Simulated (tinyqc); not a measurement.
# Impurity strength from the transmission

Problem. An infinite chain has hopping -t with t = 2.07 eV and site energy 0; E = -2 t cos(k) with E = 1.01 eV. One site has the energy u > 0, so T(E) = 1/[1 + u^2/(4 t^2 sin^2 k)]. Find sin^2 k and u.

T(E) = 0.94158708

Solution. sin^2 k = 1 - (E/2t)^2, and u = 2 t |sin k| sqrt(1/T(E) - 1).

sin^2 k = 0.9405
u = 1.000 eV

tinyqc, about 0.01 s, one thread, Intel Xeon 2.30GHz (shared host): `OMP_NUM_THREADS=1 python tinyqc.py 2660036 2660037 out.jsonl`
